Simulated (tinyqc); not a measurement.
Worked calculation: RHF in the sto-3g basis, for H2, spin multiplicity 1. One step of it, computed by the program tinyqc.

Problem. Iteration 2: DIIS coefficients. Solve [B -1; -1 0][c; lambda] = [0; -1] for the coefficients, which sum to one.

B (overlaps of the stored error matrices):
```
               1              2
1  9.5420257e-01  2.9580399e-01
2  2.9580399e-01  9.1699608e-02
```

Give: DIIS coefficients.

Solution.

DIIS coefficients: -0.449  1.449
